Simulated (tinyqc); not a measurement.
The solidus: solid solubility of a dopant against its melt (retrograde solidus), clustering and the electrically active fraction. Computed by tinyqc, a small Python program. Command: `OMP_NUM_THREADS=1 python tinyqc.py 3004320 3004321 out.jsonl retro walk`. One thread of a shared host (Intel(R) Xeon(R) Processor @ 2.30GHz), about 0.01 s of CPU time with the checks.

Inputs (values chosen for the exercise, of the order of those of copper in silicon for the solubility):

| quantity | value | unit |
|---|---|---|
| melting point of the host T_m | 1687 | K |
| heat of melting of the host H_f | 50.2 | kJ/mol |
| interaction L of the melt | -12 | kJ/mol |
| enthalpy of transfer from melt to solid H | 1.35 | eV |
| entropy of transfer S | 2.46 | k_B |
| site density N0 | 5e+22 | 1/cm^3 |

Constants: R = 8.314462618 J/(mol K); k_B = 8.617333262e-05 eV/K; e = 1.602176634e-19 C; N_A = 6.02214076e+23 1/mol.

Method. x_l and x_s are atom fractions of the dopant in melt and solid; the solid is dilute. Liquidus of the host: R T ln(1 - x_l) + L x_l^2 = -H_f (1 - T/T_m). Distribution: k = x_s/x_l = exp[L (1 - x_l)^2/(R T)] exp(S/k_B - H/(k_B T)), the first factor being the activity coefficient in the melt. Solubility = x_s N0; at T_m x_l = 0. The largest x_s N0 between 900 K and T_m. For an ideal melt with constant heats the maximum has x_l = H_f/(H + H_f), H in the same units.

largest solubility = 3.26682e+18 1/cm^3

temperature of the maximum = 1527.13 K

Against temperature:

| T (K) | x_l | k | solubility (1/cm^3) | over the maximum |
|---|---|---|---|---|
| 1000 | 0.78962 | 1.7255e-06 | 6.8126e+16 | 0.02085 |
| 1100 | 0.71198 | 6.8535e-06 | 2.4398e+17 | 0.07468 |
| 1200 | 0.62543 | 2.1151e-05 | 6.6143e+17 | 0.20247 |
| 1300 | 0.52956 | 5.3461e-05 | 1.4155e+18 | 0.43331 |
| 1400 | 0.42274 | 1.1465e-04 | 2.4234e+18 | 0.74182 |
| 1500 | 0.30145 | 2.1313e-04 | 3.2124e+18 | 0.98335 |
| 1580 | 0.18916 | 3.1725e-04 | 3.0006e+18 | 0.91850 |
| 1640 | 0.09090 | 4.0169e-04 | 1.8256e+18 | 0.55883 |
| 1675 | 0.02480 | 4.4727e-04 | 5.5457e+17 | 0.16976 |

Between the first rows the Arrhenius energy of the solubility is 1.21 eV, against H = 1.35 eV; it shrinks to zero at 1527 K and turns negative beyond. A crystal saturated at the maximum precipitates dopant-rich liquid on cooling and on heating alike. Below a eutectic or compound temperature another phase would set the limit.

Extremes, crossings and ranges named in words are read from the listed rows.
